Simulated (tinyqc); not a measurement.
# Frequency dispersion of an accumulation capacitance by border traps, distributed model: capacitance and loss against frequency

Traps spread evenly through the insulator exchange electrons with the semiconductor by tunnelling, with tau(x) = t0 exp(2 ka x) at depth x from the interface. The admittance per area Y seen at depth x obeys dY/dx = -Y^2/(i w eps0 eox) + q Nb ln(1 + i w tau)/tau, with Y(0) = i w Cs and w = 2 pi f; the gate sees Y(tox) = G + i w C. Working variable y = Y/(i w), in uF/cm^2. Cox = eps0 eox/tox.

Cox; trap-free value 1/(1/Cox + 1/Cs); response depth d = ln(1/(w t0))/(2 ka), where w tau = 1; lumped estimate: all traps within d act as C_bt = q Nb d placed at d/2, so C = 1/{1/[1/(1/Cs + d/(2 eps0 eox)) + C_bt] + (tox - d/2)/(eps0 eox)}. C and G from a fine integration; dispersion -d C/d log10 f over C, from f times and over 1.1. For a broad spread of time constants G/w is close to -(pi/2) dC/d ln w.

Parameters, values chosen for the exercise; permittivity close to that of zirconium oxide: relative permittivity of the insulator eox = 22.6; insulator thickness tox = 3.7 nm; semiconductor capacitance in accumulation Cs = 3.4 uF/cm^2; density of border traps Nb = 2.8e19 cm^-3 eV^-1; decay constant of the wave function in the insulator ka = 5.7 1/nm; time constant of a trap at the interface t0 = 3e-9 s.

Constants: q = 1.602176634e-19 C, eps0 = 8.8541878128e-14 F/cm where lengths are in cm. Results are converted to the units shown.

The same in every row: trap-free C (uF/cm^2) = 2.088.

Capacitance and loss against frequency:

| f (Hz) | d (nm) | C (uF/cm^2) | G/w (uF/cm^2) | dispersion (% a decade) | -(pi/2) dC/d ln w (uF/cm^2) | lumped C (uF/cm^2) |
|---|---|---|---|---|---|---|
| 10 | 1.358 | 2.381 | 0.03314 | 2.040 | 0.03313 | 2.356 |
| 100 | 1.156 | 2.333 | 0.03151 | 1.979 | 0.03150 | 2.311 |
| 1000 | 0.9543 | 2.288 | 0.02998 | 1.920 | 0.02997 | 2.268 |
| 10000 | 0.7523 | 2.246 | 0.02854 | 1.862 | 0.02853 | 2.227 |
| 1e5 | 0.5503 | 2.205 | 0.02716 | 1.806 | 0.02716 | 2.187 |
| 1e6 | 0.3484 | 2.166 | 0.02575 | 1.751 | 0.02587 | 2.149 |
| 1e7 | 0.1464 | 2.129 | 0.02334 | 1.681 | 0.02442 | 2.113 |

C falls from 2.381 to 2.129 uF/cm^2, towards the trap-free 2.088; each decade of frequency removes ln 10/(2 ka) = 0.202 nm from the response depth. The dispersion falls from 2.04 to 1.68 % a decade and G/w falls from 0.0331 to 0.0233 uF/cm^2. G/w lies between 0.956 and 1.00 times -(pi/2) dC/d ln w, the relation for a broad spread of time constants.

Program tinyqc, `OMP_NUM_THREADS=1 python tinyqc.py 2202229 2202230 out.jsonl`; Intel Xeon 2.30GHz, shared host, one thread, about 0.3 s.
